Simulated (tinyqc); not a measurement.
Size of the test strain: deformation potentials from a strained empirical pseudopotential.

Diamond lattice, no spin-orbit coupling. Atomic form factor V(q) = a1 (q^2 - a2)/(a3 exp(a4 q^2) - 1) in rydberg with q in 1/bohr, for the unstrained cell. Under a strain e the reciprocal vectors and k go over into (1 + e)^(-1) G, the atoms sit at +/- tau with tau = (1 + e) a (1,1,1)/8 - zeta a (eyz, ezx, exy)/4, and H(G,G') = c |k + G|^2 delta + (V(q)/det(1 + e)) cos(q.tau), q = G - G', with the term q = 0 left out; c = hbar^2/2m0. The basis is fixed before straining: all G with |k + G|^2 up to 16 (2 pi/a)^2. k is given in units of 2 pi/a of the unstrained cell.

Constants: hbar^2/2m0 = 3.80998211 eV angstrom^2; Ry = 13.60569312 eV; a0 (Bohr radius) = 0.5291772105 angstrom.

Values chosen for the exercise (out of a larger set: near those of Si; not measured data):
- a = 5.435 angstrom (lattice constant)
- A = (0.543, 2.198, 2.049, 0.491) (a1 (Ry bohr^2), a2 (1/bohr^2), a3, a4 (bohr^2))
- kD = 0.82 2 pi/a (position of the Delta minimum)

e = diag(-h/2, -h/2, h). Xu = [E(Delta z) - E(Delta x)]/(1.5 h) at fixed kD, b = [E(Z) - E(X, Y)]/(4.5 h); one-sided from +h alone, central from +h and -h.

Results (eV):

| h | Xu one-sided | Xu central | b one-sided | b central |
|---|---|---|---|---|
| 0.0010 | 7.931 | 7.935 | -3.320 | -3.316 |
| 0.0025 | 7.923 | 7.936 | -3.326 | -3.316 |
| 0.0050 | 7.911 | 7.936 | -3.336 | -3.316 |
| 0.0100 | 7.887 | 7.937 | -3.356 | -3.316 |
| 0.0200 | 7.842 | 7.941 | -3.397 | -3.317 |
| 0.0300 | 7.799 | 7.948 | -3.437 | -3.318 |

From h = 0.001 to 0.03 the one-sided Xu drifts by -0.132 eV and the central one by +0.012 eV; for b the drifts are -0.117 and -0.002 eV. The central difference cancels the term of second order in the strain, so its error goes as h^2. At h = 0.02 the linear law errs by 1.2 % for the valley splitting and 2.4 % for the valence splitting.

tinyqc: `OMP_NUM_THREADS=1 python tinyqc.py 1850529 1850530 out.jsonl`; about 0.2 s, one thread, shared Intel(R) Xeon(R) Processor @ 2.30GHz.
